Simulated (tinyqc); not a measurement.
# Inputs raised by 5 %, one at a time

Model: single-domain magnet: Stoner-Wohlfarth switching, Neel-Arrhenius retention, LLG dynamics and spin torque. Computed by tinyqc, a small Python program. Command: `OMP_NUM_THREADS=1 python tinyqc.py 3000455 3000456 out.jsonl macro sens`. One thread of a shared host (Intel(R) Xeon(R) Processor @ 2.30GHz), about 0.02 s of CPU time with the checks.

The moment is uniform, with unit vector m; z is the easy axis. mu_0 = 1.25663706212e-6 T m/A, gamma = 1.76085963023e11 rad/(s T).

Inputs (values chosen for the exercise, for a model magnet):
```
quantity,value,unit
saturation magnetisation M_s,466,kA/m
diameter d,39,nm
thickness t,1.6,nm
interface anisotropy K_i,0.341,mJ/m^2
bulk anisotropy K_u,0,kJ/m^3
exchange stiffness A,11,pJ/m
temperature T,300,K
attempt frequency f0,1,GHz
field angle psi from the easy axis,50,degrees
reversing field h = H/H_K,0.19,-
waiting time t_w,100,s
damping alpha,0.034,-
spin-torque efficiency eta,0.79,-
drive I/I_c0,4.7,-
```

Shape: thin disc, easy axis normal to it.

Constants: k_B = 1.380649e-23 J/K; e = 1.602176634e-19 C; hbar = 1.054571817e-34 J s.

Method:
- The disc is treated as an oblate spheroid with p = t/d: N_z = [1 - p arccos(p)/sqrt(1 - p^2)]/(1 - p^2); V = pi d^2 t/4; K_eff = K_u + K_i/t + K_shape, K_shape = -(mu_0 M_s^2/4)(3 N_z - 1); mu_0 H_K = 2 K_eff/M_s.
- Delta = K_eff V/(k_B T); tau = exp(Delta)/f0; probability of a flip within t_w: P = 1 - exp(-t_w/tau). Wall width parameter sqrt(A/K_eff); a two-domain state costs 4 sqrt(A K_eff) times the cross-section that the wall cuts (d t).
- Energy over K_eff V: e(theta) = sin^2(theta) + 2 h cos(theta - psi) for m at the angle theta from +z and a field that points at psi from -z (it pulls m away from +z towards negative theta); h_sw = (cos^(2/3) psi + sin^(2/3) psi)^(-3/2).
- The metastable minimum and the saddle are the two roots of e'(theta) = sin(2 theta) - 2 h sin(theta - psi) on either side of theta_c = -arctan(tan^(1/3) psi).
- For axial symmetry and a polariser along z: I_c0 = (4 e alpha/(hbar eta)) K_eff V; relaxation time tau_D = (1 + alpha^2)/(alpha gamma mu_0 H_K); thermal start angle theta_0 = 1/sqrt(2 Delta); switching time about tau_D ln(pi/(2 theta_0))/(I/I_c0 - 1); precession frequency gamma mu_0 H_K/(2 pi (1 + alpha^2)).
- The polar equation dm_z/dt = -(1 - m_z^2)(i - m_z)/tau_D, i = I/I_c0, integrates to t = tau_D [F(cos theta_0) - F(0)], F(z) = -ln(1 - z)/(2 (i - 1)) + ln(1 + z)/(2 (i + 1)) + ln(i - z)/(i^2 - 1), theta_0 = 1/sqrt(2 Delta).

Runs:
```
input moved,from,to,K_eff (kJ/m^3),time to m_z = 0 (ns),barrier / (k_B T),barrier of the wall path / k_B T
base run,-,-,89.214,0.32281,20.843,59.697
diameter d (nm),39,40.95,88.646,0.33030,22.832,62.482
thickness t (nm),1.6,1.68,79.659,0.35726,19.541,59.230
interface anisotropy K_i (mJ/m^2),0.341,0.35805,99.870,0.29431,23.332,63.162
temperature T (K),300,315,89.214,0.31993,19.850,56.854
spin-torque efficiency eta,0.79,0.8295,89.214,0.32281,20.843,59.697
drive I/I_c0,4.7,4.935,89.214,0.30448,20.843,59.697
reversing field h = H/H_K,0.19,0.1995,89.214,0.32281,19.931,59.697
```

Exponents ln(y'/y) / ln(x'/x):
```
input,K_eff,time to m_z = 0,barrier / (k_B T),barrier of the wall path / k_B T
diameter d,-0.131,0.470,1.869,0.935
thickness t,-2.322,2.079,-1.322,-0.161
interface anisotropy K_i,2.313,-1.894,2.313,1.156
temperature T,0.000,-0.184,-1.000,-1.000
spin-torque efficiency eta,0.000,0.000,0.000,0.000
drive I/I_c0,0.000,-1.198,0.000,0.000
reversing field h = H/H_K,0.000,0.000,-0.917,0.000
```

Which inputs matter most for each result?

Among the inputs moved here: K_eff answers most in size to thickness t (exponent -2.322), and about equally to interface anisotropy K_i (+2.313); its exponent is below 0.0005 for temperature T, spin-torque efficiency eta, drive I/I_c0, reversing field h = H/H_K. time to m_z = 0 answers most in size to thickness t (exponent +2.079), next to interface anisotropy K_i (-1.894); its exponent is below 0.0005 for spin-torque efficiency eta, reversing field h = H/H_K. barrier / (k_B T) answers most in size to interface anisotropy K_i (exponent +2.313), next to diameter d (+1.869); its exponent is below 0.0005 for spin-torque efficiency eta, drive I/I_c0. Barrier of the wall path / k_B T answers most in size to interface anisotropy K_i (exponent +1.156), next to temperature T (-1.000); its exponent is below 0.0005 for spin-torque efficiency eta, drive I/I_c0, reversing field h = H/H_K.

Caution (all rows): a flat cylinder has a smaller N_z than the spheroid of the same t/d, so K_eff of a real disc is larger.
